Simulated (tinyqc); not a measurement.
Inside a calculation. Model: sputter depth profiling of a dopant layer: erosion rate, quantification and the mixing-roughness response. Computed by tinyqc, a small Python program that keeps every step. Command: `OMP_NUM_THREADS=1 python tinyqc.py 3026836 3026837 out.jsonl sims walk`. One thread of a shared host (Intel(R) Xeon(R) Processor @ 2.30GHz), about 0.01 s of CPU time with the checks. Intermediate numbers are printed to about 6 digits and carried at full precision; extremes and crossings named in words are read from the listed rows.

A rastered ion beam erodes silicon (49.94 atoms per nm^3). The measured profile is the true one convolved with a depth response.

Inputs (values chosen for the exercise, modelled on a dopant in silicon under an oxygen or caesium beam):
```
quantity                               value    unit
beam energy E                            1.7     keV
beam current                             350      nA
raster side                              200      um
sputter yield at 1 keV                  0.82       -
mixing length at 1 keV                   1.7      nm
roughness sigma                          1.4      nm
depth of the layer z0                     58      nm
sheet density Q                      1.5e+12  1/cm^2
relative sensitivity factor RSF      3.1e+21  1/cm^3
matrix count rate                     500000     1/s
background count rate                    6.3     1/s
counting time per point                    2       s
level that defines the junction C_B    1e+17  1/cm^3
```

True profile: delta layer.

Constants: e = 1.602176634e-19 C.

## Erosion and sensitivity

Scaling chosen for the exercise: yield Y = Y1 E^0.5, mixing length w = w1 E^0.5 (E in keV). Erosion rate = Y I/(e x raster^2 x density); depth step = rate x counting time; concentration = RSF x counts/matrix counts; detection limit = RSF x 3 sqrt(background x time)/(matrix rate x time).

yield Y = 1.06915

mixing length w = 2.21653 nm

erosion rate = 1.16920 nm/s

depth step = 2.33839 nm

detection limit = 3.30117e+16 1/cm^3

Caution: the depth step exceeds the roughness width, so the leading edge is undersampled.

## Measured shape

Mixing alone turns a layer at z0 into (1/w) exp(-(z - z0 + w)/w) for z > z0 - w; roughness adds a Gaussian of width sigma. With x = z - z0 + w: g(x) = (1/(2w)) exp(sigma^2/(2 w^2) - x/w) erfc((sigma/w - x/sigma)/sqrt2), and its integral G(x) = (1/2) erfc(-x/(sigma sqrt2)) - w g(x). Measured: Q g(x), 1 nm = 1e-7 cm. Find the maximum, the full width at half maximum and the deep point where the profile falls to C_B; far down, the trailing edge decays by w ln(10) per decade.

depth of the maximum = 57.0523 nm

peak concentration = 2.83467e+18 1/cm^3

full width at half maximum = 4.61184 nm

apparent junction depth = 65.5676 nm

trailing slope = 5.10375 nm/decade

The true deep edge lies at 58 nm, so the junction appears 7.57 nm too deep.

## Moments

Convolution adds means and variances: the response has mean 0 (shift -w plus exponential mean w) and variance w^2 + sigma^2; a delta layer adds none.

centroid = 58 nm

standard deviation = 2.62164 nm

maximum minus centroid = -0.947669 nm

The centroid stays at the true position while the maximum lies nearer the surface, so depth is read from the centroid.

## Points of the profile

Counts = concentration x matrix rate x time/RSF + background x time; relative noise 1/sqrt(counts). Depths are z0 - w + k (w + sigma), k = -0.5, 0, 0.5, 1, 2, 3, 5, 8, 12.

Profile:
```
k      z (nm)  measured (1/cm^3)   counts  relative noise
-0.5  53.9752        5.08534e+17  176.643        0.075240
0.0   55.7835        2.17947e+18  715.656        0.037381
0.5   57.5917        2.72345e+18  891.132        0.033499
1.0   59.4000        1.57482e+18  520.605        0.043827
2.0   63.0165        3.16111e+17  114.571        0.093425
3.0   66.6331        6.18356e+16   32.547        0.175285
5.0   73.8661        2.36610e+15   13.363        0.273554
8.0   84.7157        1.77102e+13   12.606        0.281654
12.0  99.1818        2.59307e+10   12.600        0.281718
```

## Beam energy: resolution against speed

Width = full width at half maximum; the apparent junction is the deep point where the profile falls to C_B; time to profile to twice z0 = 2 z0/erosion rate, at fixed current.

Measured values:
```
E (keV)   w (nm)  peak (1/cm^3)  width (nm)  apparent junction (nm)  time (min)
0.15     0.65841    3.93318e+18     3.55674                 62.3544     5.56670
0.25     0.85000    3.77885e+18     3.67795                 62.6912     4.31195
0.50     1.20208    3.49938e+18     3.91244                 63.4149     3.04901
1.00     1.70000    3.14461e+18     4.25346                 64.4925     2.15598
2.00     2.40416    2.73540e+18     4.74292                 65.9409     1.52450
4.00     3.40000    2.30306e+18     5.44664                 67.7636     1.07799
8.00     4.80833    1.88027e+18     6.45999                 69.9375     0.76225
```

From the highest to the lowest energy the width goes from 6.46 to 3.56 nm, towards the floor set by roughness, 2.355 sigma = 3.30 nm, and the junction error from 11.9 to 4.35 nm, at 7.3 times the time. Extrapolating the tail slope to zero energy separates mixing from real diffusion. Caution: the surface transient, segregation under the beam and the growth of roughness with depth are left out, and real yields fall faster near the sputter threshold.

Checks made by the program: dose under the measured profile (relative difference below 1e-10).
